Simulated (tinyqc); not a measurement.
Limits of the phonon part: Bloch-Grueneisen resistivity of a metal. Computed by tinyqc, a small Python program. Command: `OMP_NUM_THREADS=1 python tinyqc.py 3014878 3014879 out.jsonl bg walk`. One thread of a shared host (Intel(R) Xeon(R) Processor @ 2.30GHz), about 0.01 s of CPU time with the checks.

Electrons scatter from a Debye spectrum of phonons (n = 5 for scattering within one band, n = 3 for scattering into a second, heavy band) and from static defects.

Inputs (values chosen for the exercise, modelled on molybdenum): exponent n = 5; Debye temperature Theta = 362 K; transport coupling lambda_tr = 0.38; Drude plasma energy hbar w_p = 8.8 eV; residual resistivity rho_0 = 1.2 microohm cm; coefficient A of T^2 = 1.3 picoohm cm/K^2.

Addition: T^2 term.

Constants: k_B = 1.380649e-23 J/K; hbar = 1.054571817e-34 J s; eps_0 = 8.8541878128e-12 F/m; hbar = 6.582119569e-16 eV s.

Method:
- J_n(y) = int_0^y x^n e^x/(e^x - 1)^2 dx, by 96 Gauss-Legendre points (upper limit at most 60).
- rho_ph = (n - 1) rho_1 (T/Theta)^n J_n(Theta/T), with rho_1 = 2 pi lambda_tr k_B Theta/(hbar eps_0 w_p^2), the high-temperature line at T = Theta.
- rho = rho_0 + A T^2 + rho_ph.
- Low T: (n - 1) n! zeta(n) rho_1 (T/Theta)^n. High T: rho_1 (T/Theta) [1 - (n - 1)/(12 (n + 1)) (Theta/T)^2].

Resistivities (microohm cm):
```
T (K)      rho_ph   low-T law  straight line  line with correction  total rho
11     9.2195e-05  9.2195e-05          0.217                     -      1.200
18     1.0816e-03  1.0817e-03          0.356                     -      1.202
29     1.1572e-02  1.1742e-02          0.573                     -      1.213
43     7.1508e-02  8.4156e-02          0.849                     -      1.274
72     4.5271e-01  1.1077e+00          1.422                     -      1.659
130    1.7187e+00  2.1255e+01          2.568                 1.462      2.941
180    2.8636e+00  1.0817e+02          3.555                 2.756      4.106
290    5.2595e+00  1.1742e+03          5.728                 5.232      6.569
430    8.1672e+00  8.4156e+03          8.493                 8.159      9.608
720    1.4023e+01  1.1077e+05         14.221                14.021     15.897
```

What does the comparison show, and why?

The low-T law holds to 10 % up to 29 K, the straight line from 290 K on. The local exponent of rho_ph falls from 5.00 to 1.05. Phonons overtake the residual resistivity between 72.0 and 130 K. The T^2 term exceeds rho_ph up to 11 K among these rows.

Extremes, crossings and ranges named in words are read from the listed rows.
